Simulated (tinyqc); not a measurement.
From amplitude back to period of the pattern: rapid thermal processing of a wafer: radiative balance, ramp and cooling, pattern effects, pyrometer error and spike budget. Computed by tinyqc, a small Python program. Command: `OMP_NUM_THREADS=1 python tinyqc.py 3111211 3111212 out.jsonl rtp inv`. One thread of a shared host (Intel(R) Xeon(R) Processor @ 2.30GHz), about 0.06 s of CPU time with the checks.

The wafer is opaque and uniform through its thickness unless said otherwise; temperatures in formulas are in kelvin (C + 273.15). sigma = 5.670374419e-12 W/(cm^2 K^4).

Inputs (values chosen for the exercise, modelled on a hot silicon wafer):
```
quantity                                              value         unit
wafer thickness d                                       625   micrometre
heat capacity per volume C                             2.27   J/(cm^3 K)
thermal conductivity k                                 0.21     W/(cm K)
emissivity eps of each face                             0.6            -
reflectivity of the chamber walls r                    0.41            -
gas heat-transfer coefficient h, both faces together    1.1  mW/(cm^2 K)
wall temperature T_w                                    700            K
process temperature                                    1060            C
ramp rate                                               180          K/s
relative change of absorptivity over a pattern          4.5            %
activation energy of the process E_a                      2           eV
```

Constants: k_B = 8.617333262e-05 eV/K.

Method:
- Effective emissivity between parallel grey plates: eps_eff = 1/(1/eps + 1/(1 - r) - 1). Loss per area q(T) = 2 eps_eff sigma (T^4 - T_w^4) + h (T - T_w).
- Absorbed power during a ramp = q(T) + C d x ramp rate; thermal time constant tau = C d/(dq/dT), dq/dT = 8 eps_eff sigma T^3 + h; natural cooling rate q/(C d); front-to-back difference under one-sided heating at the end of the ramp = (absorbed power) d/(2 k).
- At steady state a sinusoidal change of absorbed power of relative amplitude a and period p gives the temperature amplitude a q/(dq/dT + k d (2 pi/p)^2); healing length l = sqrt(k d/(dq/dT)); process change = E_a dT/(k_B T^2). Emissivity is taken as unchanged.

Question. A run gave the result below. Find the period of the pattern, known to lie between 22 and 40 mm.

amplitude = 5.832383 K

Answer.

Each step takes the trial c = (a f_b - b f_a)/(f_b - f_a), f being the result less the target and a, b, c the logarithms of the listed values; c replaces end b, the old b replaces a if the sign of f changed, and otherwise f_a is halved.

Scan of the range:
```
period of the pattern (mm)  amplitude (K)
22.0                              4.30831
24.3                              4.92738
26.9                              5.60022
29.7                              6.28408
32.8                              6.98551
36.2                              7.68462
40.0                              8.38072
```

False position (Illinois rule, in the logarithm of the input) inside the bracket:
```
step    end a    end b    trial  amplitude (K)
1     26.9000  29.7000  27.8197        5.82983
2     29.7000  27.8197  27.8299        5.83236
3     29.7000  27.8299  27.8301        5.83241
4     27.8299  27.8301  27.8300        5.83238
```

Amplitude rises at every point of a 13-point scan of the range (every second point is shown), so one value fits; it is bracketed by 26.9 and 29.7. Answer: period of the pattern = 27.83 mm.
